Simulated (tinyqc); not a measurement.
# Well width for a wanted wavelength

Inverse problem. The layer is x parts of the first compound and 1 - x of the second, grown coherently on the third as substrate and barrier. Rows of the table: lattice constant a, average valence level Ea on an absolute scale, spin-orbit splitting so, gaps at Gamma, X and L, hydrostatic deformation potentials av and ac (Gamma), shear potential b, elastic constants, electron and heavy-hole (along z) masses. All are interpolated linearly in x; gaps get -C x (1 - x), taken wholly in the conduction band; real line-ups can differ from this model by 0.1 eV or more. In-plane strain e = (a_substrate - a)/a, e_z = -2 (c12/c11) e, volume change 2 e + e_z. With v = 2 e + e_z and d = 2 b (e_z - e): Eav = Ea + av v; E_hh = Eav + so/3 - d/2; E_lh = Eav - so/6 + d/4 + sqrt(so^2 + so d + 9 d^2/4)/2; E_c = Ea + so/3 + EG + ac v (Gamma). Substrate: E_v = Ea + so/3, E_c = E_v + EG. Well depths: dEc = E_c(substrate) - E_c, dEhh = E_hh - E_v(substrate), dElh likewise; strained Gamma gap E_c - max(E_hh, E_lh); positive values confine carriers in the layer. Lowest level of a finite well of width Lw and depth V: kw Lw/2 = arctan(sqrt((mw/mb)(V - E)/E)), kw = sqrt(mw E/C), C = hbar^2/(2 m0), for electrons (dEc) and heavy holes (dEhh), mb from the substrate; transition E_c - E_hh + both levels, without exciton binding; wavelength h c/E. Find Lw and the two levels.

Inputs (values chosen for the exercise): fraction of the first compound in the layer x = 0.71; bowing of the Gamma gap CG = 0.477 eV; bowing of the X gap CX = 1.4 eV; bowing of the L gap CL = 0.33 eV.

Constants: q = 1.602176634e-19 C, hbar = 1.054571817e-34 J s, h = 6.62607015e-34 J s, m0 = 9.1093837015e-31 kg, c = 299792458 m/s, hbar^2/(2 m0) = 0.0380998212 eV nm^2. Results are converted to the units shown.

Binary compounds, values chosen for the exercise:
```
	close to InAs	close to GaAs	close to InP
a (angstrom)	6.058	5.653	5.869
Ea (eV)	-6.67	-6.92	-7.04
so (eV)	0.377	0.344	0.108
EG (eV)	0.357	1.41	1.33
EX (eV)	1.36	1.91	2.17
EL (eV)	1.08	1.69	1.92
av (eV)	1	1.15	1.26
ac (eV)	-5.14	-7.18	-5.11
b (eV)	-1.79	-1.7	-1.69
c11 (GPa)	84.3	118	102
c12 (GPa)	45.9	53.1	55.7
me (m0)	0.0231	0.066	0.0789
mh (m0)	0.33	0.349	0.533
```

wavelength = 1936.7876 nm

Solution. Both levels fall steadily as the well widens, so the wavelength rises steadily and one width matches.

Lw = 12.5 nm
electron level = 33.1 meV
heavy-hole level = 5.87 meV

Computed by the program tinyqc: `OMP_NUM_THREADS=1 python tinyqc.py 2690162 2690163 out.jsonl`, one thread of a shared Intel Xeon 2.30GHz, about 0.01 s for the whole run.
